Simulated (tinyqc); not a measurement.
Piezoresistors in the (001) plane of a cubic crystal: one step of the calculation.

Plane stress in crystal axes x = [100], y = [010]. First-order piezoresistance: d rho_xx/rho = p11 sxx + p12 syy, d rho_yy/rho = p12 sxx + p11 syy, d rho_xy/rho = p44 sxy; a resistor along d = (cos th, sin th) changes by dR/R = d.(d rho/rho).d. Changes of geometry and second-order terms are left out.

Task. Longitudinal and transverse coefficients. For uniaxial stress along or across the current: pL = p11 - (A/2) sin^2(2 th), pT = p12 + (A/2) sin^2(2 th), A = p11 - p12 - p44. Gauge factor along [110]: E (p11 + p12 + p44)/2.

Parameters, values chosen for the exercise; coefficients close to those of lightly doped p-type silicon:
- p11 = 6.35 x 1e-11/Pa (piezoresistive coefficient)
- p12 = -1.12 x 1e-11/Pa (piezoresistive coefficient)
- p44 = 146 x 1e-11/Pa (piezoresistive coefficient)
- th = 0 deg (angle of the current from [100])
- E = 161 GPa (Young's modulus along [110])

Give: A; pL; pT; gauge factor.

Result.

A = -138.53 x 1e-11/Pa
pL = 6.3500 x 1e-11/Pa
pT = -1.1200 x 1e-11/Pa
gauge factor = 121.74

Computed by the program tinyqc: `OMP_NUM_THREADS=1 python tinyqc.py 2530073 2530074 out.jsonl`, one thread of a shared Intel Xeon 2.30GHz, about 0.01 s for the whole run.
